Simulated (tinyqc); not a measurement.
Worked calculation: Hubbard ring of 4 sites. One step of it, computed by the program tinyqc.

Problem. Mean-field iteration 2. H(up) = T + U n(down), H(down) = T + U n(up); fill the lowest levels; n(new) = n + mixing (n(out) - n); E = tr T (rho up + rho down) + U sum n_up n_down of the output.

one-body matrix (hopping and site energies) (eV):
```
           1          2          3          4
1   0.000000  -1.240000   0.000000  -1.240000
2  -1.240000   0.000000  -1.240000   0.000000
3   0.000000  -1.240000   0.000000  -1.240000
4  -1.240000   0.000000  -1.240000   0.000000
```

U = 4.500000 eV

electrons, up and down: 3  2

mixing = 1

n(up) after iteration 1: 1 0.772589, 2 0.727411, 3 0.772589, 4 0.727411

n(down) after iteration 1: 1 0.227411, 2 0.772589, 3 0.227411, 4 0.772589

Give: levels, up; levels, down; energy; n(up) after iteration 2; n(down) after iteration 2.

Solution.

levels, up (eV): -0.517  1.023  3.477  5.017

levels, down (eV): 0.893  3.273  3.477  5.857

energy = 1.530 eV

n(up) after iteration 2: 1 0.861, 2 0.639, 3 0.861, 4 0.639

n(down) after iteration 2: 1 0.240, 2 0.760, 3 0.240, 4 0.760
